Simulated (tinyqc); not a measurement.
Isotope shift of the local mode: vibrations of a mass or spring defect in a linear chain. Computed by tinyqc, a small Python program. Command: `OMP_NUM_THREADS=1 python tinyqc.py 3002990 3002991 out.jsonl localmode walk`. One thread of a shared host (Intel(R) Xeon(R) Processor @ 2.30GHz), about 0.01 s of CPU time with the checks.

A ring of N atoms with nearest-neighbour springs k and motion along the chain. Atom 1 is the defect, of mass M', and its two springs are k'. Odd sites are A (the defect replaces an A atom), even sites B.

Inputs (values chosen for the exercise, for a model chain):
```
quantity                         value           unit
spring constant k                 2.46  eV/angstrom^2
mass M_A                          74.8              u
mass M_B                          19.7              u
defect mass M'                    37.9              u
spring ratio k'/k at the defect      1              -
isotope mass step                    1              u
```

Host: diatomic.

Constants: nu for 1 eV/(angstrom^2 u) = 15.6333042 THz.

Method:
- Host bands: lambda from 0 to 2k/M(heavy) and from 2k/M(light) to 2k (1/M_A + 1/M_B).
- nu = 15.6333042 THz x sqrt(lambda), lambda in eV/(angstrom^2 u).
- D_ii = (sum of the two springs at i)/M_i, D_ij = -k_ij/sqrt(M_i M_j) for neighbours, closed into a ring.
- The same matrix for 120 atoms; amplitudes are the mass-weighted eigenvector, in size, relative to the defect, for the highest mode; its weight is the squared component of the normalised eigenvector on the defect.
- Raise M' by the isotope step in the 120-atom ring. First order, good only for a step much smaller than M': Delta nu/nu = -(1/2) (weight on the defect) Delta M'/M'; a defect vibrating against fixed neighbours would give sqrt(M'/(M' + step)) - 1.

highest frequency, long ring = 9.16698 THz

weight of the highest mode on the defect = 0.235416

shift, exact = -0.30064 %

shift, first order = -0.31058 %

shift, fixed neighbours = -1.2937 %

What does the comparison show, and why?

The shift is 23 % of the fixed-neighbour value; all other atoms together carry 76 % of the kinetic energy of the mode.

Extremes, crossings and ranges named in words are read from the listed rows.
